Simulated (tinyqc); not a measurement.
Exciton in a hard-walled quantum well (variational): one step. The form factor. Two cases, with inputs chosen for the exercise.

Problem. F at k = 0.5/a*, 1/a*, 2/a*, 4/a* and 8/a*.

Electron and hole in the lowest states cos(pi z/L) of a hard-walled well; relative motion in the plane exp(-rho/lam). E(lam) = c/(mu lam^2) - (q/eps) <1/r>, <1/r> = integral over k from 0 to infinity of F(kL) (1 + (k lam/2)^2)^(-3/2), F(x) = [3x + 8 pi^2/x - 32 pi^4 (1 - exp(-x))/(x^2 (x^2 + 4 pi^2))]/(x^2 + 4 pi^2); c = hbar^2/2m0, q = e^2/(4 pi eps0). E is counted from the subband edge.

Give: Form factor.

Case 1.

Values chosen (out of a larger set: near those of ZnSe; not measured data): L = 20 angstrom (well width).
a* = 36.7075 angstrom

Solution.

Form factor:

| k a* | k L | F |
|---|---|---|
| 0.5 | 0.2724 | 0.9460 |
| 1.0 | 0.5448 | 0.8964 |
| 2.0 | 1.0897 | 0.8087 |
| 4.0 | 2.1794 | 0.6694 |
| 8.0 | 4.3588 | 0.4860 |

Case 2.

Values chosen (out of a larger set: near those of InP; not measured data): L = 195 angstrom (well width).
a* = 110.2590 angstrom

Solution.

Form factor:

| k a* | k L | F |
|---|---|---|
| 0.5 | 0.8843 | 0.8401 |
| 1.0 | 1.7686 | 0.7170 |
| 2.0 | 3.5371 | 0.5440 |
| 4.0 | 7.0743 | 0.3540 |
| 8.0 | 14.1485 | 0.2001 |

Computed by tinyqc, one run a case: `OMP_NUM_THREADS=1 python tinyqc.py N N+1 out.jsonl` with N = 1250623, 1250707; one thread of a shared Intel(R) Xeon(R) Processor @ 2.30GHz, about 0.02 s a run at most.
